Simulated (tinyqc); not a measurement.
# Pelgrom slope, floor and doping from two device sizes

Question. s^2 = A^2/(L W) + s0^2, with s0 independent of size and A = (q/Cox) sqrt(Na Wd/3) from random dopants alone, Cox = 3.9 eps0/ti. Find A, s0 and Na.

Inputs (values chosen for the exercise):
- ti = 2.2 nm (oxide-equivalent thickness in inversion)

Constants: q = 1.602176634e-19 C, eps0 = 8.8541878128e-14 F/cm where lengths are in cm. Results are converted to the units shown.

s for gate areas 0.0011 and 0.0095 um^2 (mV): 39.9579616  14.1853096
Wd = 24.9915038 nm

Answer. s^2 is linear in 1/area: slope A^2, intercept s0^2.

A = 1.318 mV um
s0 = 4.300 mV
Na = 2.000e18 cm^-3

Program tinyqc, `OMP_NUM_THREADS=1 python tinyqc.py 2090153 2090154 out.jsonl`; Intel Xeon 2.30GHz, shared host, one thread, about 0.01 s.
